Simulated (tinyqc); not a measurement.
Inside a calculation (part 2 of 2). Method: UHF in the 6-31g basis, for H2-, spin multiplicity 2. The basis has no diffuse functions, so it cannot describe the extra electron: this is an exercise in the method, not the real anion. Computed by tinyqc, a small Python program that keeps every step (integrals from PySCF). Command: `OMP_NUM_THREADS=1 python tinyqc.py 21998 21999 out.jsonl` (the two numbers bound the seeds that draw the settings). One thread of a shared host (Intel(R) Xeon(R) Processor @ 2.60GHz), about 0.09 s of CPU time with the checks.

Geometry (angstrom):
```
atom         x         y         z
H     0.000000  0.000000  0.000000
H     0.000000  0.000000  0.848000
```

## Convergence

Stop when the energy changes by less than 1e-09 hartree and every element of the error matrix X^T (F D S - S D F) X (for each spin) is below 9e-06.

Course of the cycle:
```
iteration  E (hartree)     change  largest element of the error matrix
1          -0.75039349          -                             2.60e-01
2          -0.87870538  -1.28e-01                             1.29e-01
3          -0.90962844  -3.09e-02                             5.60e-02
4          -0.91521182  -5.58e-03                             2.31e-02
5          -0.91615658  -9.45e-04                             9.80e-03
6          -0.91633090  -1.74e-04                             4.07e-03
7          -0.91636143  -3.05e-05                             1.68e-03
8          -0.91636663  -5.20e-06                             6.96e-04
9          -0.91636753  -8.98e-07                             2.88e-04
10         -0.91636769  -1.55e-07                             1.19e-04
11         -0.91636771  -2.68e-08                             4.94e-05
12         -0.91636772  -4.62e-09                             2.05e-05
13         -0.91636772  -8.00e-10                             8.48e-06
```

PySCF UHF in the same basis, after a stability check = -0.91636772 hartree

Converged in 13 iterations.

## Populations, bond orders and dipole

D(alpha) after iteration 13, order 1H 1s, 1H 2s, 2H 1s, 2H 2s:
$$\begin{pmatrix}
0.092424 & 0.311406 & 0.046157 & -0.134130 \\
0.311406 & 2.258597 & -0.134130 & -2.031822 \\
0.046157 & -0.134130 & 0.092424 & 0.311406 \\
-0.134130 & -2.031822 & 0.311406 & 2.258597
\end{pmatrix}$$

D(beta) after iteration 13, order 1H 1s, 1H 2s, 2H 1s, 2H 2s:
$$\begin{pmatrix}
0.071995 & 0.089237 & 0.071995 & 0.089237 \\
0.089237 & 0.110609 & 0.089237 & 0.110609 \\
0.071995 & 0.089237 & 0.071995 & 0.089237 \\
0.089237 & 0.110609 & 0.089237 & 0.110609
\end{pmatrix}$$

overlap S, order 1H 1s, 1H 2s, 2H 1s, 2H 2s:
$$\begin{pmatrix}
1.000000 & 0.658292 & 0.363341 & 0.469702 \\
0.658292 & 1.000000 & 0.469702 & 0.812956 \\
0.363341 & 0.469702 & 1.000000 & 0.658292 \\
0.469702 & 0.812956 & 0.658292 & 1.000000
\end{pmatrix}$$

Mulliken: Z minus the diagonal of D S on the atom; Loewdin: the same with S^(1/2) D S^(1/2); Mayer order: 2 sum_s sum (D(s) S)_ij (D(s) S)_ji over the two atoms.

Charges (e):
```
atom   Mulliken    Loewdin  Mulliken spin
1H    -0.500000  -0.500000       0.500000
2H    -0.500000  -0.500000       0.500000
```

Mayer bond orders:
```
pair     order
2-1   0.346278
```

dipole moment about the origin, x y z (debye): [0.000000, 0.000000, -2.036559]

<S^2> of the determinant (pure state: 0.75) = 0.750038
